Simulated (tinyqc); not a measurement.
Drifting, spreading and decaying minority pulse (Haynes-Shockley), explicit time steps: one step of the calculation.

Low injection in a uniform field: dn/dt = D d2n/dx2 - v dn/dx - n/tau with D = mu Vt and v = mu F towards +x. Exact solution on an infinite bar for a Gaussian start at x0: n = N0 exp(-t/tau) exp(-(x - x0 - v t)^2/(2 s^2))/sqrt(2 pi s^2), s^2 = s0^2 + 2 D t.

Problem. Coefficients of the scheme. Exponentially fitted fluxes: d = F hx/Vt, B(d) = d/(exp(d) - 1), k = D dt/hx^2; (L n)_i = a n_(i-1) + b n_i + c n_(i+1) with a = k B(-d), c = k B(d), b = -a - c - dt/tau. Explicit steps keep n positive for dt up to 1/[(D/hx^2)(B(d) + B(-d)) + 1/tau].

Inputs (values chosen for the exercise); mobility close to that of silicon at room temperature: temperature T = 300 K; minority-carrier mobility mu = 474 cm^2/(V s); sweep field along the drift F = 25 V/cm; mesh step hx = 7.2 um; lifetime tau = 1.3e-6 s; time step dt = 1.3e-8 s.

Constants: q = 1.602176634e-19 C, kB = 1.380649e-23 J/K, Vt = kB T/q. Results are converted to the units shown.

Give: D; v; d; a; b; c; positivity limit of dt.

Solution.

D = 12.254 cm^2/s
v = 11850 cm/s
d = 0.69627
a = 0.42659
b = -0.64921
c = 0.21263
positivity limit of dt = 2.0024e-8 s

tinyqc, about 0.01 s, one thread, Intel Xeon 2.30GHz (shared host): `OMP_NUM_THREADS=1 python tinyqc.py 2310117 2310118 out.jsonl`
